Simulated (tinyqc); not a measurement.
Quasi-harmonic thermal expansion with mode Grueneisen parameters. From one set of inputs to another, one input at a time. Computed by tinyqc, a small Python program. Command: `OMP_NUM_THREADS=1 python tinyqc.py 3013225 3013226 out.jsonl qha ladder`. One thread of a shared host (Intel(R) Xeon(R) Processor @ 2.30GHz), about 0.08 s of CPU time with the checks.

A crystal with two atoms a cell; per atom there are 1 transverse acoustic (TA), 1/2 longitudinal acoustic (LA) and 3/2 optical (O) modes. Every frequency of group i scales as nu_i (V/V0)^(-gamma_i). The acoustic groups have Debye spectra, density 3 nu^2/nu_i^3 up to nu_i (40 Gauss-Legendre points); the optical group has one frequency. Static energy: E = (9 V0 B0/16) [y^3 B' + y^2 (2 - 4 y)], y = (V0/V)^(2/3) - 1, with pressure P_s = (3 B0/2) (z^7 - z^5) [1 + (3/4)(B' - 4)(z^2 - 1)], z = (V0/V)^(1/3).

The inputs printed are set A. Set A is modelled on magnesium oxide; the values taken over come from a set modelled on zinc selenide. Inputs not listed in the table keep their values of set A, so the rows need not describe a real material.

Inputs (values chosen for the exercise, modelled on magnesium oxide): static volume V0 = 9.34 angstrom^3/atom; static bulk modulus B0 = 157 GPa; static B' = 4.2; frequency nu_TA = 8.3 THz; frequency nu_LA = 13 THz; frequency nu_O = 15.3 THz; Grueneisen parameter gamma_TA = 1.2; Grueneisen parameter gamma_LA = 1.4; Grueneisen parameter gamma_O = 1.8; temperature T = 50 K; step factor f = 0.8.

Acoustic groups: Debye.

Constants: h x 1 THz = 4.135667696 meV; k_B = 8.617333262e-05 eV/K; 1 eV/angstrom^3 = 160.2176634 GPa.

Method:
- For a mode with x = h nu/(k_B T), n = 1/(exp(x) - 1): U = h nu (n + 1/2), C/k_B = x^2 n (n + 1); U_i and C_i sum these over group i with its weight per atom.
- Phonon pressure P_ph = sum_i gamma_i U_i/V.
- Start at V0 and step V(new) = V [1 + f (P_s + P_ph)/B0]; stop when |P_s + P_ph| < 1e-8 GPa, after 60 steps, or when V leaves 0.7 to 1.3 V0.
- B_T = -V d(P_s + P_ph)/dV at fixed T (central difference, step 1e-4 V); alpha_V = sum gamma_i C_i k_B/(B_T V), all at V(T); the linear coefficient is alpha_L = alpha_V/3.
- C_P - C_V = alpha_V^2 B_T V T; the optical frequency is nu_O (V/V0)^(-gamma_O).
- At T = 0, U_i is the zero-point energy (h nu/2 a mode); solve P_s + P_ph = 0.

Each row keeps all changes above it:
```
input moved                    from    to  volume change from V0 (%)  isothermal bulk modulus B_T (GPa)  zero-point volume change (%)
set A                             -     -                      1.258                              154.0                         1.255
frequency nu_O (THz)           15.3  6.66                      0.733                              155.1                         0.729
Grueneisen parameter gamma_TA   1.2  -1.1                      0.404                              156.7                         0.404
static B'                       4.2  4.88                      0.404                              156.3                         0.404
temperature T (K)                50   800                      1.825                              146.6                         0.404
static bulk modulus B0 (GPa)    157  61.3                      4.943                               50.9                         1.030
Grueneisen parameter gamma_LA   1.4   1.2                      4.707                               51.4                         0.975
frequency nu_TA (THz)           8.3  1.95                      4.739                               51.3                         1.287
```

Which inputs carry the difference?

Volume change from V0 goes from 1.26 to 4.74, a factor 3.77 in all. The largest single move comes from temperature T (a factor 4.51), and Grueneisen parameter gamma_TA works against it (a factor 0.551). Isothermal bulk modulus B_T goes from 154 to 51.3, a factor 0.333 in all. The largest single move comes from static bulk modulus B0 (a factor 0.348). Zero-point volume change goes from 1.26 to 1.29, a factor 1.026 in all. The largest single move comes from static bulk modulus B0 (a factor 2.55), and Grueneisen parameter gamma_TA works against it (a factor 0.554). The single moves hold for this order of the switches; the total does not depend on the order.

Caution (rows static bulk modulus B0, Grueneisen parameter gamma_LA, frequency nu_TA): at so large an expansion explicit anharmonic terms and a volume-dependent gamma, both left out, matter.

Extremes, crossings and ranges named in words are read from the listed rows.
